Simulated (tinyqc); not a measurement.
# Thermionic-field emission through a Schottky barrier, WKB: effects of single changes

Metal on an n-type semiconductor with one parabolic valley; V > 0 is forward bias (metal positive). Energies E are counted from the conduction edge of the neutral semiconductor, whose Fermi level lies at -xi; that of the metal lies at -xi - V. The barrier is a parabola of height Vd = phi - xi - V (depletion approximation, no image force).

Parameters, values chosen for the exercise; band and dielectric values those of a made-up semiconductor: temperature T = 400 K; electron mass me = 0.256 m0; relative permittivity eps_r = 7.89; barrier height seen from the metal phi = 1.18 eV; donor density Nd = 9.8e18 cm^-3.

Constants: q = 1.602176634e-19 C, kB = 1.380649e-23 J/K, eps0 = 8.8541878128e-12 F/m, hbar = 1.054571817e-34 J s, h = 6.62607015e-34 J s, m0 = 9.1093837015e-31 kg, Vt = kB T/q. Results are converted to the units shown.

Each table varies one quantity; the others keep the values above.

## Current against forward bias

Nc = 2 (2 pi me m0 kB T/h^2)^1.5 (times 1e-6 for cm^-3); Nd = Nc F12(-xi/Vt), F12(x) = (2/sqrt(pi)) int_0^infinity sqrt(u)/(1 + exp(u - x)) du; E00 = (hbar/2) sqrt(Nd/(me m0 eps0 eps_r)) in SI units (volts). For E < Vd, ln T(E) = -(Vd/E00) [sqrt(1 - y) - y ln((1 + sqrt(1 - y))/sqrt(y))], y = E/Vd; T(E) = 1 above. J = A* T (q/kB) int_0^infinity T(E) N(E) dE, N = ln[(1 + exp((-xi - E)/Vt))/(1 + exp((-xi - V - E)/Vt))], A* = 4 pi q me m0 kB^2/h^3 (times 1e-4 for A/(cm^2 K^2)). The integral is converged to the digits shown; the share over the barrier is that of E > Vd, and 0 means below 1e-6 %. n = (dV/d ln J)/Vt.

Current against forward bias:

| V (V) | J (A/cm^2) | share over the barrier (%) | mean E/Vd | n |
|---|---|---|---|---|
| 0.138 | 0.05156 | 6.97e-4 | 0.3387 | 1.428 |
| 0.245 | 0.4338 | 1.88e-3 | 0.3424 | 1.471 |
| 0.351 | 3.490 | 5.06e-3 | 0.3473 | 1.479 |
| 0.458 | 28.29 | 0.0139 | 0.3538 | 1.488 |
| 0.565 | 225.9 | 0.0389 | 0.3627 | 1.501 |
| 0.672 | 1765 | 0.111 | 0.3754 | 1.520 |
| 0.778 | 1.311e4 | 0.323 | 0.3940 | 1.550 |
| 0.885 | 9.429e4 | 1.00 | 0.4236 | 1.602 |

J rises from 0.0516 to 94300 A/cm^2, and n rises from 1.43 to 1.60. The Padovani-Stratton slope is (E00/Vt) coth(E00/Vt) = 1.43; the middle row is 4.9 % above it.

## Contact resistivity against barrier height

Same model as above.

The contact resistivity is rho_c = 1/(dJ/dV) at V = 0, where N becomes V f/Vt with f = 1/(1 + exp((E + xi)/Vt)).

Contact resistivity against barrier height:

| phi (eV) | rho_c (ohm cm^2) | thermionic Vt exp(phi/Vt)/(A* T^2) (ohm cm^2) |
|---|---|---|
| 0.15 | 3.453e-8 | 5.435e-7 |
| 0.29 | 3.645e-7 | 3.156e-5 |
| 0.42 | 3.890e-6 | 0.001371 |
| 0.56 | 5.462e-5 | 0.07961 |
| 0.69 | 6.670e-4 | 3.458 |
| 0.83 | 0.01020 | 200.8 |
| 0.96 | 0.1310 | 8724 |
| 1.1 | 2.078 | 5.066e5 |

rho_c rises from 3.45e-8 to 2.08 ohm cm^2; between the last two rows it grows by a factor e every 50.7 meV, against E00 coth(E00/Vt) = 49.3 meV and Vt = 34.5 meV for pure emission.

Range of the model: The depletion approximation, a parabolic band and the neglect of image-force lowering make these currents estimates at high doping.

tinyqc, about 0.04 s, one thread, Intel Xeon 2.30GHz (shared host): `OMP_NUM_THREADS=1 python tinyqc.py 2640049 2640050 out.jsonl`
